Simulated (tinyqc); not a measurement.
Carrier statistics of a doped semiconductor with parabolic bands: sweeps and comparisons. A value that a table varies takes the place of the one given here.

Eg(T) = Eg0 - al T^2/(T + be); m_de = Mv^(2/3) (ml mt^2)^(1/3); m_dh = (mhh^(3/2) + mlh^(3/2))^(2/3); Nc and Nv from N = 2 (m kB T/(4 pi c))^(3/2) with c = hbar^2/2m0, in 1/angstrom^3; times 1e24 for 1/cm^3.

Energies are counted from Ev, so Ec = Eg. n = Nc F_1/2((EF - Eg)/kT), p = Nv F_1/2(-EF/kT), ND+ = ND/(1 + 2 exp((EF - Eg + ED)/kT)), NA- = NA/(1 + 4 exp((EA - EF)/kT)); neutrality asks p + ND+ = n + NA-. F_j(eta) = (1/Gamma(j + 1)) integral_0^infinity x^j dx/(1 + exp(x - eta)), which tends to exp(eta) for eta << 0.

Constants: hbar^2/2m0 = 3.80998211 eV angstrom^2; kB = 8.617333262e-05 eV/K.

Inputs chosen for the exercise (near those of Si; shifted at random, so the results belong to these values and not to a real crystal):
- Eg0 = 1.173 eV (gap at 0 K)
- al = 0.000469 eV/K (Varshni alpha)
- be = 633 K (Varshni beta)
- ml = 0.922 m0 (longitudinal electron mass)
- mt = 0.191 m0 (transverse electron mass)
- Mv = 6 (equivalent valleys)
- mhh = 0.538 m0 (heavy-hole mass)
- mlh = 0.154 m0 (light-hole mass)
- ND = 4.8e+12 1/cm^3 (donors)
- NA = 1.7e+14 1/cm^3 (acceptors)
- ED = 0.0452 eV (donor level below Ec)
- EA = 0.0446 eV (acceptor level above Ev)
- T = 250 K

## Temperature

Neutrality solved at each temperature; ni = sqrt(Nc Nv) exp(-Eg/2kT).

Carriers (1/cm^3):

| T (K) | EF (eV) | n | p | majority / \|ND - NA\| | ni | Eg (eV) |
|---|---|---|---|---|---|---|
| 30 | 0.0391 | <1e-99 | 9.79e+10 | 0.000593 | 1.88e-81 | 1.1724 |
| 50 | 0.0442 | 4.71e-96 | 2.70e+13 | 0.163 | 1.13e-41 | 1.1713 |
| 77 | 0.0621 | 1.27e-54 | 1.27e+14 | 0.772 | 1.27e-20 | 1.1691 |
| 120 | 0.1012 | 1.61e-26 | 1.62e+14 | 0.983 | 1.62e-06 | 1.1640 |
| 200 | 0.1816 | 5.78e-06 | 1.65e+14 | 0.999 | 3.09e+04 | 1.1505 |
| 300 | 0.2881 | 2.16e+05 | 1.65e+14 | 1.00 | 5.98e+09 | 1.1278 |
| 450 | 0.4547 | 4.39e+12 | 1.70e+14 | 1.03 | 2.73e+13 | 1.0853 |
| 600 | 0.4933 | 2.16e+15 | 2.32e+15 | 14.0 | 2.24e+15 | 1.0361 |
| 800 | 0.4512 | 7.12e+16 | 7.14e+16 | 432 | 7.13e+16 | 0.9635 |
| 1000 | 0.4048 | 6.32e+17 | 6.32e+17 | 3.83e+03 | 6.33e+17 | 0.8858 |

Ionisation is incomplete: the majority density is below 90 % of the net doping at 30, 50 and 77 K, down to a share of 0.00059. It is within 10 % of the net doping at 120, 200, 300 and 450 K. At 600, 800 and 1000 K thermal pairs lift it more than 10 % above the net doping; ni has reached 6.33e+17 1/cm^3 at 1000 K against a net doping of 1.65e+14. EF goes from 0.039 eV to 0.405 eV, where midgap is 0.443 eV and the intrinsic level (Boltzmann) 0.405 eV.

## Doping level

Only acceptors are present (ND = 0); eta is the distance of EF beyond the valence edge in units of kT.

Neutral state:

| NA (1/cm^3) | EF (eV) | majority (1/cm^3) | ionised share | eta |
|---|---|---|---|---|
| 1.0e+14 | 0.2450 | 1.00e+14 | 1.000 | -11.37 |
| 1.0e+15 | 0.1955 | 9.96e+14 | 0.996 | -9.07 |
| 1.0e+16 | 0.1465 | 9.66e+15 | 0.966 | -6.80 |
| 1.0e+17 | 0.1015 | 7.78e+16 | 0.778 | -4.71 |
| 1.0e+18 | 0.0659 | 4.02e+17 | 0.402 | -3.06 |
| 3.0e+18 | 0.0515 | 7.70e+17 | 0.257 | -2.39 |
| 1.0e+19 | 0.0368 | 1.48e+18 | 0.148 | -1.71 |
| 3.0e+19 | 0.0237 | 2.60e+18 | 0.087 | -1.10 |

The impurity level lies at 0.0446 eV. The ionised share falls from 1.000 to 0.087 as EF passes through it between 3e+18 and 1e+19 1/cm^3 (share 1/5 there); it is below one half from 1e+18 1/cm^3 on. Over the last two rows the doping grows threefold and the majority density by a factor 1.75. EF comes within 3 kT of the majority band edge from 3e+18 1/cm^3 on. Above roughly 9e+18 1/cm^3 (N^(1/3) a = 0.26, with the radius a = sqrt(c/(m E)) from the ionisation energy E and the mass mhh) the levels merge with the band and real ionisation is complete; sharp levels then overstate freeze-out.

## What each input does

Neutrality solved anew for each case. Each row changes one parameter from the base and keeps the others.

Results:

| case | EF (eV) | n (1/cm^3) | p (1/cm^3) |
|---|---|---|---|
| base | 0.2342 | 11.6 | 1.65e+14 |
| T = 290 K | 0.2772 | 3.93e+04 | 1.65e+14 |
| ND = 9.6e+12 1/cm^3 | 0.2348 | 12.0 | 1.60e+14 |
| NA = 8.5e+13 1/cm^3 | 0.2498 | 24.0 | 8.02e+13 |
| Eg0 = 1.223 eV | 0.2342 | 1.14 | 1.65e+14 |
| mt = 0.2292 m0 | 0.2342 | 14.0 | 1.65e+14 |
| mhh = 0.6456 m0 | 0.2394 | 14.8 | 1.65e+14 |
| EA = 0.0669 eV | 0.2342 | 11.7 | 1.65e+14 |

The largest shifts from the base row, up to three for each result and ties (the steps differ in size, so this ranks the rows, not the parameters). EF (eV): T +0.0430, NA +0.0156, mhh +0.0052; unchanged at the printed digits by Eg0, mt and EA. n (1/cm^3): T +3.93e+04, NA +12.3, Eg0 -10.5. p (1/cm^3): NA -8.49e+13, ND -4.80e+12; unchanged at the printed digits by T, Eg0, mt, mhh and EA.

Computed by tinyqc, a small Python program: `OMP_NUM_THREADS=1 python tinyqc.py 1652385 1652386 out.jsonl` (the numbers bound the seed that draws the inputs); one thread of a shared host (Intel(R) Xeon(R) Processor @ 2.30GHz), about 0.01 s for the whole set of steps.
